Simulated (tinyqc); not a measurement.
# From bulk modulus B back to stiffness alpha r0

Model: pair-potential crystal by lattice sums. Computed by tinyqc, a small Python program. Command: `OMP_NUM_THREADS=1 python tinyqc.py 3028754 3028755 out.jsonl pairsum inv`. One thread of a shared host (Intel(R) Xeon(R) Processor @ 2.30GHz), about 0.05 s of CPU time with the checks.

Energy per atom E = (1/2) sum over neighbours of phi(r); d is the nearest-neighbour distance.

Inputs (values chosen for the exercise, for model atoms): well depth eps = 0.0677 eV; pair minimum r0 = 3.31 angstrom; cut-off r_c/r0 = 2.77.

Potential: Morse. Structure: fcc.

Constants: 1 eV/angstrom^3 = 160.2176634 GPa.

Method:
- phi0(r) = eps [exp(-2 alpha (r - r0)) - 2 exp(-alpha (r - r0))]; shifted-force cut-off: phi(r) = phi0(r) - phi0(r_c) - (r - r_c) phi0'(r_c) for r < r_c, zero beyond.
- Shells (distance in units of d, count): fcc 1.0000 (12), 1.4142 (6), 1.7321 (24), 2.0000 (12), 2.2361 (24), 2.4495 (8), 2.6458 (48), 2.8284 (6), 3.0000 (36), 3.1623 (24); hcp 1.0000 (12), 1.4142 (6), 1.6330 (2), 1.7321 (18), 1.9149 (12), 2.0000 (6), 2.2361 (12), 2.3805 (12), 2.4495 (6), 2.5166 (6), 2.5820 (12), 2.6458 (24), 2.7080 (6), 2.8868 (12), 3.0000 (12), 3.1091 (24), 3.1623 (12); bcc 1.0000 (8), 1.1547 (6), 1.6330 (12), 1.9149 (24), 2.0000 (8), 2.3094 (6), 2.5166 (24), 2.5820 (24), 2.8284 (24), 3.0000 (32); sc 1.0000 (6), 1.4142 (12), 1.7321 (8), 2.0000 (6), 2.2361 (24), 2.4495 (24), 2.8284 (12), 3.0000 (30), 3.1623 (24); diamond 1.0000 (4), 1.6330 (12), 1.9149 (12), 2.3094 (6), 2.5166 (12), 2.8284 (24), 3.0000 (16). Volumes per atom in d^3: fcc 0.70711, hcp 0.70711, bcc 0.76980, sc 1.00000, diamond 1.53960; hcp has the ideal c/a. Every shell inside the cut-off is summed.
- Equilibrium: dE/dd = 0 at the lowest minimum with d between 0.78 r0 and 1.45 r0; B = d^2 E''(d)/(9 Omega).
- Unrelaxed vacancy: removing an atom breaks its bonds (2|E|) and placing it on the surface returns |E|, so E_v = |E|.

Problem. A run gave the result below. Find the stiffness alpha r0, known to lie between 3.9 and 8.7.

bulk modulus B = 24.78531 GPa

Solution.

Each step takes the trial c = (a f_b - b f_a)/(f_b - f_a), f being the result less the target and a, b, c the logarithms of the listed values; c replaces end b, the old b replaces a if the sign of f changed, and otherwise f_a is halved.

Scan of the range:

| stiffness alpha r0 | bulk modulus B (GPa) |
|---|---|
| 3.90 | 16.7272 |
| 4.46 | 17.6241 |
| 5.10 | 19.7377 |
| 5.82 | 23.1452 |
| 6.66 | 28.1789 |
| 7.61 | 35.0875 |
| 8.70 | 44.4886 |

False position (Illinois rule, in the logarithm of the input) inside the bracket:

| step | end a | end b | trial | bulk modulus B (GPa) |
|---|---|---|---|---|
| 1 | 5.82000 | 6.66000 | 6.08136 | 24.5965 |
| 2 | 6.66000 | 6.08136 | 6.11055 | 24.7653 |
| 3 | 6.66000 | 6.11055 | 6.11669 | 24.8009 |
| 4 | 6.11055 | 6.11669 | 6.11400 | 24.7853 |
| 5 | 6.11669 | 6.11400 | 6.11400 | 24.7853 |

Bulk modulus B rises at every point of a 13-point scan of the range (every second point is shown), so one value fits; it is bracketed by 5.82 and 6.66. Answer: stiffness alpha r0 = 6.114.
